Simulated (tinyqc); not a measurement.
# Short-channel transistor, virtual-source model with series resistance: two studies

The current per gate width is the charge at the top of the source barrier (the virtual source) times its velocity times a saturation function; al and be are fitting constants of the model. Units: I in uA/um, Rs in ohm um, so I Rs = 1e-6 I Rs in volts; Q in uC/cm^2, so I = 1e-4 Q vx0 Fsat with vx0 in cm/s.

Values chosen for this exercise:
- T = 250 K (temperature)
- Cinv = 3.54 uF/cm^2 (inversion capacitance)
- vx0 = 3.91e7 cm/s (velocity at the virtual source)
- mu = 94 cm^2/(V s) (apparent mobility)
- L = 25 nm (channel length)
- VT0 = 0.334 V (threshold at zero drain voltage)
- dl = 0.1 V/V (drain-induced barrier lowering)
- n0 = 1.34 (subthreshold factor)
- nd = 0 1/V (growth of n with drain voltage)
- al = 3.5 (threshold shift (in units of Vt) from weak to strong inversion)
- be = 1.6 (sharpness of saturation)
- Rs = 250 ohm um (series resistance of each contact)

Constants: q = 1.602176634e-19 C, kB = 1.380649e-23 J/K, Vt = kB T/q. Results are converted to the units shown.

Each table varies one quantity; the others keep the values above.

## Effect of the drain-induced barrier lowering on the on and off currents

Intrinsic voltages Vg' = Vgs - I Rs, Vd' = Vds - 2 I Rs. n = n0 + nd Vd', VT = VT0 - dl Vd', Ff = 1/(1 + exp((Vg' - VT + al Vt/2)/(al Vt))), Q = Cinv n Vt ln(1 + exp((Vg' - VT + al Vt Ff)/(n Vt))), Vdsat = (vx0 L/mu)(1 - Ff) + Vt Ff, Fsat = u/(1 + u^be)^(1/be) with u = Vd'/Vdsat, and I = Q vx0 Fsat per width. I is solved self-consistently. Ion is I at Vgs = Vds = 0.6 V, Ioff at Vgs = 0, Vds = 0.6 V, and Rlin = Vds/I at Vgs = 0.6 V, Vds = 0.05 V.

Effect of the drain-induced barrier lowering on the on and off currents:
```
dl (V/V)  Ion (uA/um)  Ioff (nA/um)  log10(Ion/Ioff)  Rlin (ohm um)
0               564.7         48.47            4.066          792.3
0.04            580.0         108.9            3.726          791.6
0.08            594.2         242.8            3.389          790.8
0.12            607.5         534.4            3.056          790.1
0.16            619.9          1155            2.730          789.3
0.2             631.6          2432            2.414          788.6
0.24            642.6          4924            2.116          787.9
0.28            653.0          9437            1.840          787.1
```

What does the comparison show?

As dl goes from 0 to 0.28 V/V, Ion rises from 565 to 653 uA/um, Ioff rises from 48.5 to 9440 nA/um and Rlin falls from 792 to 787 ohm um. Ion changes by a factor of 1.16 and Ioff by 195. The off current depends on it through an exponential, the on current about linearly. For dl = 0.16 to 0.28 V/V the off current passes 1 uA/um, so the device is hardly off at Vgs = 0.

## Output curve

Same model as above.

gds = dI/dVds, gm = dI/dVgs.

In this table Vgs = 0.6 V.

Results:
```
Vds (V)  I (uA/um)      Fsat  gds (uS/um)  gain gm/gds
0.07        87.897  0.025572       1222.5     0.094357
0.14        171.09  0.053551       1154.3      0.20702
0.2         238.57  0.079424       1095.1      0.31957
0.27        312.81   0.11171       1026.2      0.47100
0.4         438.08   0.17692       902.20      0.81459
0.47        499.01   0.21423       839.09       1.0354
0.53        547.80   0.24700       787.69       1.2454
0.6         600.94   0.28572       731.30       1.5144
```

Estimate the missing row, Vds = 0.34 V.

Computed row:
```
Vds (V)  I (uA/um)     Fsat  gds (uS/um)  gain gm/gds
0.34        382.27  0.14606       958.53      0.64555
```

With this row back in the table: The current rises from 87.9 to 601 uA/um as Fsat rises from 0.0256 to 0.286; gds falls from 1220 to 731 uS/um. The gain ends at 1.51, against 1/dl = 10.0 for a current that depends on Vds through barrier lowering alone; it falls short because Fsat is still growing.

tinyqc, about 0.01 s, one thread, Intel Xeon 2.30GHz (shared host): `OMP_NUM_THREADS=1 python tinyqc.py 2380022 2380023 out.jsonl`
